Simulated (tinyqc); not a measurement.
Fully depleted semiconductor-on-insulator film with two gates, non-linear Poisson equation by Newton steps: two steps of the calculation.

One dimension across the film, front interface at x = 0, back interface at x = ts. psi is counted from the intrinsic level, n = ni exp(psi/Vt) (source grounded), holes neglected, acceptors ionised. Gates act through Cox = eps0 eox/tox and Cbox = 3.9 eps0/tb with potentials G1 = Vg - (phiM - chi - Vt ln(Nc/ni)) and G2 = Vb - (phiB - chi - Vt ln(Nc/ni)). Classical Boltzmann densities, no interface charge, no depletion in the back plane.

Values chosen for this exercise; band and dielectric values close to those of In0.53Ga0.47As:
```
symbol,value,unit,meaning
T,250,K,temperature
eox,7.45,,relative permittivity of the gate insulator (close to silicon nitride)
tox,2.1,nm,insulator thickness
ts,9.4,nm,film thickness
tb,130,nm,buried-oxide thickness (eps_r 3.9)
Na,1e15,cm^-3,acceptor density of the film
```

Constants: q = 1.602176634e-19 C, kB = 1.380649e-23 J/K, Vt = kB T/q, eps0 = 8.8541878128e-14 F/cm where lengths are in cm. Results are converted to the units shown.

Problem 1. Density, residual and Jacobian diagonal. Nodes 0 to 7, h = ts/7, box widths w = h (h/2 at both ends), a = eps0 eps_r/h. F_i = a (psi_(i+1) - 2 psi_i + psi_(i-1)) - q w_i (n_i + Na); F_0 = a (psi_1 - psi_0) + Cox (G1 - psi_0) - q w_0 (n_0 + Na); F_7 = a (psi_6 - psi_7) + Cbox (G2 - psi_7) - q w_7 (n_7 + Na). Diagonal b_i = -2 a - q w_i n_i/Vt, with -a - Cox and -a - Cbox in place of -2 a at the ends.

psi at the start, node 0 to 7 (V): 0.09  0.09  0.09  0.09  0.09  0.09  0.09  0.09
ni = 3.2509122e10 cm^-3
a = 9.2309618 uF/cm^2
G1 = 0.14209897 V
G2 = 1.4320990 V

Give: n; residual F; diagonal b.

Solution 1.

```
node  n (cm^-3)  residual F (1e-7 C/cm^2)  diagonal b (F/cm^2)
0      2.120e12                     1.636            -1.237e-5
1      2.120e12                     0.000            -1.846e-5
2      2.120e12                     0.000            -1.846e-5
3      2.120e12                     0.000            -1.846e-5
4      2.120e12                     0.000            -1.846e-5
5      2.120e12                     0.000            -1.846e-5
6      2.120e12                     0.000            -1.846e-5
7      2.120e12                     0.356            -9.258e-6
```

Problem 2. Electron sheet density, centroid and oxide fields. n_i = ni exp(psi_i/Vt); N_inv = sum w_i n_i with w = ts/7, halved at the ends; centroid sum w n x/N_inv; fields (G1 - psi_0)/tox and (G2 - psi_7)/tb.

converged psi, node 0 to 7 (V): 0.15265384  0.15624667  0.15984195  0.16343968  0.16703990  0.17064262  0.17424788  0.17785572
ni = 3.2509122e10 cm^-3
G1 = 0.14209897 V
G2 = 1.4320990 V

Wanted: n; N_inv; centroid; field in the front oxide; field in the buried oxide.

Solution 2.

n, node 0 to 7 (cm^-3): 3.885e13  4.590e13  5.423e13  6.409e13  7.575e13  8.954e13  1.058e14  1.251e14
N_inv = 6.947e7 cm^-2
centroid = 5.634 nm
field in the front oxide = -0.05026 MV/cm
field in the buried oxide = 0.09648 MV/cm

The centroid lies at 0.60 of the film, so the electrons fill the film, with n at the back 3.22 times that at the front.

tinyqc, about 0.4 s, one thread, Intel Xeon 2.30GHz (shared host): `OMP_NUM_THREADS=1 python tinyqc.py 2190173 2190174 out.jsonl`
